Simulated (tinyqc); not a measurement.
Finnis-Sinclair potential for a bcc metal: fit to cohesion and elasticity, then vacancy, surfaces and structure: one step, computed by the program tinyqc.

E = (1/2) sum V(r) - A sqrt(rho), rho = sum phi(r), phi = (r - d)^2 for r < d, V = (r - c)^2 (c0 + c1 r + c2 r^2) for r < c. In bcc the 8 first neighbours lie at sqrt(3) a/2 and the 6 second at a; both cut-offs lie below the third shell; Omega = a^3/2; E is per atom and z the number of atoms in a shell. The four constants A, c0, c1, c2 are fitted to E_c, zero pressure, B and C12 - C44 alone, so C44 and C11 - C12 are not matched singly; defects are unrelaxed.

Task: Three linear equations for c0, c1, c2. With v_k = (r - c)^2 r^k the rows are (1/2) sum z v_k, (1/2) sum z r v_k' and (1/2) sum z r^2 v_k''. With rho1 = sum z r phi' and rho2 = sum z r^2 phi'' the right-hand sides are: -E_c + A sqrt(rho) (cohesion); A rho1/(2 sqrt(rho)) (zero pressure); 9 B Omega + A [rho2/(2 sqrt(rho)) - rho1^2/(4 rho^(3/2))] with B = (C11 + 2 C12)/3.

Inputs (values chosen for the exercise, modelled on tantalum):
```
quantity             value      unit
lattice constant a   3.306  angstrom
cohesive energy E_c   8.17        eV
target C11             272       GPa
target C12             160       GPa
pair cut-off c/a     1.276         -
```

rho = 13.67971 angstrom^2

A = 2.451353 eV/angstrom

rho1 = -81.04909 angstrom^2

rho2 = 262.3113 angstrom^2

Constants: 1 eV/angstrom^3 = 160.2176634 GPa.

Give: matrix; right-hand side.

Result:

matrix:
```
                  c0       c1       c2
cohesion        9.85    29.30    87.53
pressure      -49.14  -119.42  -277.23
bulk modulus  131.16   107.12  -379.83
```

right-hand side (eV): 0.90  -26.86  207.63
